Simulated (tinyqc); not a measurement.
# Delay unit and parasitic delay from two ring oscillators

Problem. A ring of 31 inverters oscillates at 1/(2 x 31 d), with stage delay d = tau (h + p) for fan-out h. Find tau, p and the delay at fan-out 4.

frequencies of 31-stage ring oscillators with fan-out 1 and 5 (GHz): [0.90417990, 0.38077619]

Solution. d is a straight line in h with slope tau and intercept tau p.

tau = 6.13 ps
p = 1.91
delay at fan-out 4 = 36.2 ps

Program tinyqc, `OMP_NUM_THREADS=1 python tinyqc.py 2082205 2082206 out.jsonl`; Intel Xeon 2.30GHz, shared host, one thread, about 0.01 s.
